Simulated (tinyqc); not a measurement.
# Ideality, saturation current and resistance from three points

Problem. Well above the saturation current a diode obeys V = n Vt ln(I/I0) + I Rs. Find n, Rs and I0.

Parameters, values chosen for the exercise:

| symbol | value | unit | meaning |
|---|---|---|---|
| T | 300 | K | temperature |

Constants: q = 1.602176634e-19 C, kB = 1.380649e-23 J/K, Vt = kB T/q. Results are converted to the units shown.

currents (A): [2e-6, 0.0001, 0.03]
voltages (V): [0.60638842, 0.79856190, 1.0847048]

Answer. V is linear in the three unknowns n Vt, Rs and -n Vt ln I0, so three points give a linear system.

n = 1.90
Rs = 0.200 ohm
I0 = 8.70e-12 A

Program tinyqc, `OMP_NUM_THREADS=1 python tinyqc.py 2260120 2260121 out.jsonl`; Intel Xeon 2.30GHz, shared host, one thread, about 0.01 s.
